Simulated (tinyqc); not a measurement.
Gain factor and gap resistance from two string resistances.

Inverse problem. At small bit-line voltage each of the 64 cells has the resistance 1/(K x) at overdrive x (no mobility reduction) in series with a gap resistance Rg. Find K, Rg and the share of the gaps at the higher overdrive.

resistance of a string of 64 equal cells at overdrives of 3.9 and 7.2 V (kohm): [5832.2051, 3481.7778]

Answer. The resistance per cell is a straight line in 1/x with slope 1/K and intercept Rg.

K = 3.200 uA/V^2
Rg = 11.00 kohm
share of the gaps = 20.22 %

Program tinyqc, `OMP_NUM_THREADS=1 python tinyqc.py 2142060 2142061 out.jsonl`; Intel Xeon 2.30GHz, shared host, one thread, about 0.5 s.
